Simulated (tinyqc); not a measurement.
Epitaxial growth on a vicinal surface: Burton-Cabrera-Frank step flow, step-edge barrier and island nucleation: one step, computed by the program tinyqc.

Adatoms land at rate F, hop on a square grid (a simplification for hexagonal faces), desorb, or join steps. Lengths are in units of a and n is the adatom coverage. Steps ascend at x = 0 and descend at x = l.

Problem. Scales. D = nu exp(-E_d/(k_B T)) (a^2/s, nu counted per direction); tau = exp(E_a/(k_B T))/nu; x_s = sqrt(D tau); n_eq = exp(-E_f/(k_B T)); terrace width l = h/(a tan(miscut)); Schwoebel length l_s = exp(E_s/(k_B T)) - 1. Temperatures in kelvin are T(C) + 273.15.

Inputs (values chosen for the exercise, close to those used for 4H-SiC(0001)):
```
quantity,value,unit
site spacing a,3.08,angstrom
step height h,2.52,angstrom
diffusion barrier E_d,1.86,eV
desorption energy E_a,3.87,eV
adatom formation energy E_f,1.47,eV
step-edge barrier E_s,0.085,eV
attempt frequency nu,1,THz
miscut angle,4,degrees
temperature T,1520,C
```

Constants: k_B = 8.617333262e-05 eV/K.

Give: D; lifetime tau; diffusion length x_s; equilibrium coverage n_eq; terrace width l; Schwoebel length l_s.

Solution.

D = 5.920e+06 a^2/s

lifetime tau = 0.07532 s

diffusion length x_s = 667.8 a

equilibrium coverage n_eq = 7.387e-05

terrace width l = 11.70 a

Schwoebel length l_s = 0.7334 a

l/x_s = 0.0175: nearly every adatom reaches a step.
